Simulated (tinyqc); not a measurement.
## Reduced doping and fringe capacitance from two biases

Inverse problem. C = eps0 eps_r hr/W + Cf with W = sqrt(2 eps0 eps_r (Vb + V)/(q Nr)), 1/Nr = 1/Na + 1/Nd. Find Cf, W at zero bias and Nr.

Values chosen for this exercise; values close to those of silicon near 1550 nm: relative permittivity of the semiconductor eps_r = 11.7; built-in voltage Vb = 1 V; rib height hr = 150 nm.

Constants: q = 1.602176634e-19 C, eps0 = 8.8541878128e-14 F/cm where lengths are in cm. Results are converted to the units shown.

C at V = 0 and 3 V (pF/m): [278.33724, 164.66862]

Solution. C is linear in (Vb + V)^(-1/2); the intercept is Cf.

Cf = 51.0 pF/m
W(0) = 68.4 nm
Nr = 2.77e17 cm^-3

Program tinyqc, `OMP_NUM_THREADS=1 python tinyqc.py 2650003 2650004 out.jsonl`; Intel Xeon 2.30GHz, shared host, one thread, about 0.01 s.
